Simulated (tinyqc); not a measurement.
Growth with time: grain growth, pinning, strength and diffusional creep of a polycrystal or thin film. Computed by tinyqc, a small Python program. Command: `OMP_NUM_THREADS=1 python tinyqc.py 3010335 3010336 out.jsonl grain walk`. One thread of a shared host (Intel(R) Xeon(R) Processor @ 2.30GHz), about 0.01 s of CPU time with the checks.

One mean grain size d describes the structure.

Inputs (values chosen for the exercise, modelled on polycrystalline silicon): boundary energy gamma = 0.62 J/m^2; mobility prefactor M0 = 1.3e-06 m^4/(J s); activation energy of boundary motion Q_m = 2.86 eV; anneal temperature T = 1379 K; initial grain size d0 = 40 nm; particle volume fraction f = 0.00016; particle radius r = 9.7 nm; film thickness h = 230 nm; surface energy gamma_s = 1.7 J/m^2.

Sample: thin film on a substrate.

Constants: k_B = 8.617333262e-05 eV/K.

Method. M = M0 exp(-Q_m/(k_B T)). The driving pressure is 2 gamma/d. Zener pinning pressure 3 f gamma/(2 r) stops growth at d_Z = 4 r/(3 f). Grooves where boundaries meet the surface have the angle theta = arcsin(gamma/(2 gamma_s)) and are taken to stop growth at d_h = h/(2 theta), a few film thicknesses; the limit is 1/d_lim = 1/d_Z + 1/d_h. dd/dt = 2 M gamma (1/d - 1/d_lim) integrates to 2 M gamma t = d_lim (d0 - d) + d_lim^2 ln[(d_lim - d0)/(d_lim - d)]; without pinning d^2 = d0^2 + 4 M gamma t.

limit d_lim = 622.289 nm

mobility M = 4.58787e-17 m^4/(J s)

At T:
```
t (s)  free growth (nm)  pinned growth (nm)  d/d_lim
10                 52.3               51.51  0.08278
34                 73.9               71.50  0.11489
100               113.9              107.36  0.17252
340               200.7              179.88  0.28906
1000              339.7              280.96  0.45150
3400              623.3              434.98  0.69900
10000            1067.4              564.61  0.90732
34000            1967.3              620.74  0.99751
```

What does the comparison show, and why?

The apparent exponent d ln d/d ln t of the pinned growth is at most about 0.42, below the ideal 1/2, and falls to 0.077 in the last rows: the initial size hides the law early and pinning hides it late.
